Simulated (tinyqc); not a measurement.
# Contact resistivity and sheet resistance from two contact lengths

Inverse problem. Rc = [sqrt(rc Rsh)/Wc] coth(Lc/(2 LT)), LT = sqrt(rc/Rsh), Wc = 25 nm; the second contact is twice as long as the first. Find LT, rc and Rsh.

Rc for Lc = 26 and 52 nm (ohm): [248.957524, 154.202708]

Answer. With t = tanh(Lc/(2 LT)) for the shorter contact, the resistance of the longer over that of the shorter is (1 + t^2)/2. Then sqrt(rc Rsh) = Rc t Wc, and rc and Rsh follow by multiplying and dividing by LT.

LT = 24.33 nm
rc = 7.400e-10 ohm cm^2
Rsh = 125.0 ohm

Computed by the program tinyqc: `OMP_NUM_THREADS=1 python tinyqc.py 2170152 2170153 out.jsonl`, one thread of a shared Intel Xeon 2.30GHz, about 0.09 s for the whole run.
